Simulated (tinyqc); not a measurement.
Conductance of a narrow metal strip with scatterers (square lattice, Green functions): one step. The scatterer in the mode basis.

A strip of W sites across with hard walls, site energy 0 and hopping -t. Mode n = 1 to W has profile chi_n(j) = sqrt(2/(W + 1)) sin(n j pi/(W + 1)) and energy en = -2t cos(n pi/(W + 1)); E = en - 2t cos(kn a). With z_n = exp(i kn a) (Im k > 0 for closed modes, |z| < 1) each lead gives the self-energy -t z_n in mode n. One column carries the site energies v, here one foreign atom. In the mode basis V_nm = sum_j chi_n(j) v_j chi_m(j), G = (E - en + 2 t z_n - V)^-1, and t_nm = 2t sqrt(sin(kn a) sin(km a)) G_nm in size for open modes. T = sum |t_nm|^2, conductance (2e^2/h) T.

Inputs chosen for the exercise (out of a larger set: hopping and spacing of the size met in Cu or Al; the lattice is a model; not measured data): W = 4 (sites across); v = (2, 0, 0, 0) eV (site energies in the scattering column).

Problem. Form V_nm.

Give: V.

Solution.

V (eV), rows n=1, n=2, n=3, n=4 and columns alike:
$$\begin{pmatrix}
0.2764 & 0.4472 & 0.4472 & 0.2764 \\
0.4472 & 0.7236 & 0.7236 & 0.4472 \\
0.4472 & 0.7236 & 0.7236 & 0.4472 \\
0.2764 & 0.4472 & 0.4472 & 0.2764
\end{pmatrix}$$

A single site couples every mode that has amplitude on it.

tinyqc: `OMP_NUM_THREADS=1 python tinyqc.py 1450410 1450411 out.jsonl`; about 0.01 s, one thread, shared Intel(R) Xeon(R) Processor @ 2.30GHz.
